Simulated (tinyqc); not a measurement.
A ladder of methods, and size consistency: correlation methods against full CI in the sto-6g basis, for H6, spin multiplicity 1. Computed by the program tinyqc with PySCF. All electrons correlated; +Q is the Davidson correction (1 - c0^2) E_corr. The last columns treat two copies 100 angstrom apart as one system. FCI is the lowest singlet.

Geometry (angstrom):
```
atom       x       y       z
H     0.0000  0.0000  0.0000
H     0.0000  0.0000  0.8380
H     0.0000  0.0000  1.9020
H     0.0000  0.0000  2.7400
H     0.0000  0.0000  3.8040
H     0.0000  0.0000  4.6420
```

RHF energy of one = -3.263629 hartree

Correlation energies (hartree):
```
method   E_corr of one  share of FCI (%)  E_corr of two at 100 angstrom  two minus twice one (mhartree)
MP2           -0.04828            65.781                       -0.09656                           0.000
CISD          -0.07127            97.096                       -0.13644                           6.091
CISD+Q        -0.07460           101.639                       -0.14759                           1.608
CCSD          -0.07321            99.743                       -0.14642                           0.000
CCSD(T)       -0.07335            99.940                       -0.14671                           0.000
FCI           -0.07340           100.000                              -                               -
```

What does the comparison show, and why?

MP2 recovers 66 %, CISD 97.1 % and CCSD 99.7 % of the FCI value (c0^2 = 0.953 in CISD). MP2 and coupled cluster are size consistent, so their last column vanishes; CISD loses 6.09 mhartree, since a double excitation on each copy is a quadruple of the pair, and the Davidson correction leaves +1.61.
